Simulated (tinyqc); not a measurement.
Resistance of a circular point contact between the ballistic and the diffusive limit: one step of the calculation.

Two half-spaces of a free-electron metal (one valley, spin 2) meet through a circular opening of radius a in an insulating sheet.

Task. Fermi wave number and resistivity. kF = (3 pi^2 n)^(1/3), resistivity rho = hbar kF/(n q^2 l). Maxwell: RM = rho/(2 a); Sharvin: RS = 4 rho l/(3 pi a^2); interpolation R = RS + gamma RM, gamma = (1 + 0.83 K)/(1 + 1.33 K), K = l/a.

Parameters, values chosen for the exercise: free-electron density n = 4.1e22 cm^-3; mean free path l = 19 nm; radius of the opening a = 4.5 nm.

Constants: q = 1.602176634e-19 C, hbar = 1.054571817e-34 J s. Results are converted to the units shown.

Give: kF; rho; modes (kF a)^2/4.

Result.

kF = 10.668 1/nm
rho = 5.6258 uohm cm
modes (kF a)^2/4 = 576.10

Computed by the program tinyqc: `OMP_NUM_THREADS=1 python tinyqc.py 2760158 2760159 out.jsonl`, one thread of a shared Intel Xeon 2.30GHz, about 0.01 s for the whole run.
